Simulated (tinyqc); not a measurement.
Inside a calculation. Model: hole mobility in a silicon inversion layer, empirical terms and Matthiessen rule.

Numbers from tinyqc (`OMP_NUM_THREADS=1 python tinyqc.py 2510174 2510175 out.jsonl`; about 0.01 s on one thread of a shared Intel Xeon 2.30GHz). Printed values are rounded.

Inversion layer of sheet density Ns on a uniformly doped body. The mobility terms are empirical power laws with prefactors chosen for the exercise; adding their inverses (Matthiessen) is itself an approximation.

Inputs (values chosen for the exercise); material values close to those of silicon: temperature T = 300 K; band gap Eg = 1.13 eV; relative permittivity of the semiconductor eps_r = 11.7; conduction-band density of states at T Nc = 2.84e19 cm^-3; valence-band density of states at T Nv = 2.66e19 cm^-3; body doping Nb = 1.1e18 cm^-3; reverse body bias Vsb = 0.3 V; weight of the inversion charge in the effective field eta = 0.3333; gate capacitance Cox = 1.26 uF/cm^2; phonon-limited mobility at 1 MV/cm and 300 K Ap = 143 cm^2/(V s); roughness-limited mobility at 1 MV/cm As = 411 cm^2/(V s); exponent of the roughness term gs = 1.3; Coulomb prefactor Ac = 1000 cm^2/(V s); charge at the interface Nit = 1.3e11 cm^-2; inversion density Ns = 7.1e12 cm^-2; ratio W/L WL = 20; drain voltage Vd = 0.01 V; measured linear current I = 20.2 uA.

Constants: q = 1.602176634e-19 C, kB = 1.380649e-23 J/K, Vt = kB T/q, eps0 = 8.8541878128e-14 F/cm where lengths are in cm. Results are converted to the units shown.

## Depletion charge and effective field

ni = sqrt(Nc Nv) exp(-Eg/(2 Vt)), Eg in volts; Ndep = sqrt(2 eps0 eps_r Nb (2 Vt ln(Nb/ni) + Vsb)/q); E = q (Ndep + eta Ns)/(eps0 eps_r), in MV/cm.

ni = 8.86171e9 cm^-3
Ndep = 4.23963e12 cm^-2
E = 1.02169 MV/cm

The depletion charge gives 64.2 % of the field.

## Mobility terms and their sum

With t = T/(300 K): muC = Ac (Ns/1e12 cm^-2) t/(Nb/1e17 cm^-3 + Nit/1e11 cm^-2), muP = Ap E^(-1/3) t^(-1.75), muS = As E^(-gs); 1/mu is the sum of the inverses.

terms (cm^2/(V s)): Coulomb 577.236, phonon 141.981, roughness 399.694
mu = 88.6721 cm^2/(V s)
shares of 1/mu (%): Coulomb 15.3615, phonon 62.4535, roughness 22.1850

The phonon term limits most.

## Iteration 1: inversion density for the measured current

Ns at the start = 1.1e13 cm^-2

I = (W/L) q Ns mu Vd. E = q (Ndep + eta Ns)/(eps0 eps_r) in MV/cm. With t = T/(300 K): muC = Ac (Ns/1e12 cm^-2) t/(Nb/1e17 cm^-3 + Nit/1e11 cm^-2), muP = Ap E^(-1/3) t^(-1.75), muS = As E^(-gs); 1/mu is the sum of the inverses. Ns(new) = I/((W/L) q mu Vd).

E = 1.22273 MV/cm
mu = 85.0632 cm^2/(V s)
Ns after iteration 1 = 7.41087e12 cm^-2

## Iteration 2: inversion density for the measured current

As before.

E = 1.03771 MV/cm
mu = 88.5535 cm^2/(V s)
Ns after iteration 2 = 7.11877e12 cm^-2

## Course of the iteration: inversion density for the measured current

Stop when Ns changes by less than 1e5 cm^-2, or after 120 iterations.

Course of the iteration:
```
iteration  Ns (cm^-2)  |change| (cm^-2)
1          7.41087e12           3.59e12
2          7.11877e12           2.92e11
3          7.10972e12            9.05e9
4          7.10949e12            2.25e8
5          7.10949e12            5.57e6
6          7.10949e12            1.38e5
7          7.10949e12              3400
```

Converged in 7 iterations. At the end each change is about 0.025 times the one before: linear convergence.

## Split C-V extraction

```
point  Vg (V)  Cgc (uF/cm^2)      I (uA)
0         0.1     2.01006e-4  5.84227e-9
1         0.2     0.00283748  1.16621e-6
2         0.3      0.0389849  2.25454e-4
3         0.4       0.392027   0.0298662
4         0.5        1.08948    0.670330
5         0.6        1.24621     2.51721
6         0.7        1.25902     4.89330
7         0.8        1.25993     7.41684
8         0.9        1.26000     9.95250
9           1        1.26000     12.4433
10        1.1        1.26000     14.8635
11        1.2        1.26000     17.2016
12        1.3        1.26000     19.4536
```

Q(Vg) is the trapezoid sum of Cgc from the first point (where Q is taken as 0); mu_eff = I/((W/L) Q Vd); mu_FE = (dI/dVg)/((W/L) Cox Vd) with a backward difference. Listed from point 4 on.

```
point  Q (uC/cm^2)  mu_eff (cm^2/(V s))  mu_FE (cm^2/(V s))
4        0.0978690              34.2463             25.4152
5         0.214654              58.6342             73.2888
6         0.339915              71.9783             94.2895
7         0.465862              79.6033             100.140
8         0.591858              84.0784             100.622
9         0.717858              86.6699             98.8427
10        0.843858              88.0687             96.0383
11        0.969858              88.6811             92.7826
12         1.09586              88.7597             89.3649
```

At the last point mu_FE is 0.68 % above mu_eff.
